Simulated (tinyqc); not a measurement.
# Worked calculation: charge pumping in an n-channel transistor

Program tinyqc, `OMP_NUM_THREADS=1 python tinyqc.py 2030089 2030090 out.jsonl`; Intel Xeon 2.30GHz, shared host, one thread, about 0.01 s. Printed values are rounded.

The gate is pulsed from accumulation to inversion and back. Energies E are counted from the intrinsic level; Dit(E) = D0 [1 + b (2 E/Eg)^2]. During each edge the traps near the bands emit their carriers, and those between Eh and Ee recombine once a cycle.

Parameters, values chosen for the exercise; band and dielectric values close to those of germanium:

| symbol | value | unit | meaning |
|---|---|---|---|
| T | 250 | K | temperature |
| Eg | 0.662 | eV | band gap |
| Nc | 7.99e18 | cm^-3 | conduction-band density of states at 250 K |
| Nv | 4.58e18 | cm^-3 | valence-band density of states at 250 K |
| A | 1.3 | um^2 | gate area |
| D0 | 7.2e11 | cm^-2 eV^-1 | trap density at midgap |
| b | 0 |  | rise of the trap density towards the band edges |
| sn | 3.3e-16 | cm^2 | cross-section for electrons |
| sp | 4.2e-15 | cm^2 | cross-section for holes |
| vth | 1.5e7 | cm/s | thermal velocity at 250 K, one nominal value for electrons and holes |
| dV | 0.97 | V | Vth - Vfb |
| Va | 2.7 | V | pulse height |
| f | 4.8e5 | Hz | frequency |
| tr | 31 | ns | rise time |
| tf | 77 | ns | fall time |

Constants: q = 1.602176634e-19 C, kB = 1.380649e-23 J/K, Vt = kB T/q. Results are converted to the units shown.

Range of the model: The Fermi levels of inversion and accumulation are taken to lie beyond Ee and Eh, the flat tops to fill all traps, and no geometric current is added.

## Emission levels

ni = sqrt(Nc Nv) exp(-Eg/(2 Vt)), Eg in volts; emission times te = (dV/Va) tf and th = (dV/Va) tr; Ee = -Vt ln(vth sn ni te), Eh = +Vt ln(vth sp ni th).

ni = 1.28540e12 cm^-3
te = 27.6630 ns
th = 11.1370 ns
Ee = 0.186241 eV
Eh = -0.151041 eV

The window covers 50.9 % of the gap.

## Pumped charge and current

Nit = integral of Dit from Eh to Ee = D0 [Ee - Eh + 4 b (Ee^3 - Eh^3)/(3 Eg^2)], Qcp = q A Nit, Icp = f Qcp.

Nit = 2.42843e11 cm^-2
mean Dit = 7.2e11 cm^-2 eV^-1
traps pumped a cycle = 3156.96
Icp = 242.784 pA
